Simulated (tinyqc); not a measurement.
Worked calculation: plane-wave Kohn-Sham cycle with exchange-only LDA in a layered model solid. One step of it, computed by the program tinyqc.

Problem. Iteration 1: Hamiltonian at one k. H(m,m') = (k + G_m)^2/2 delta + V(G_m - G_m'), with V(-G) = V(G).

A solid whose potential varies along x alone (atomic units):
```
parameter,value
period a,6.600000
cross-section of the cell,19.000000
electrons per cell,4
grid points,16
"plane waves -n..n, n",3
k points,1
V1 in V1 cos(2 pi x/a),-0.500000
```

V(G_m), m = 0, 1, 2, ... (hartree): -0.312304  -0.250000  0.000000  0.000000  0.000000  0.000000  0.000000

k = 0.000000 2 pi / a

Give: H.

Solution.

H (hartree):
```
,-3,-2,-1,+0,+1,+2,+3
-3,3.7660,-0.2500,0.0000,0.0000,0.0000,0.0000,0.0000
-2,-0.2500,1.5003,-0.2500,0.0000,0.0000,0.0000,0.0000
-1,0.0000,-0.2500,0.1408,-0.2500,0.0000,0.0000,0.0000
+0,0.0000,0.0000,-0.2500,-0.3123,-0.2500,0.0000,0.0000
+1,0.0000,0.0000,0.0000,-0.2500,0.1408,-0.2500,0.0000
+2,0.0000,0.0000,0.0000,0.0000,-0.2500,1.5003,-0.2500
+3,0.0000,0.0000,0.0000,0.0000,0.0000,-0.2500,3.7660
```
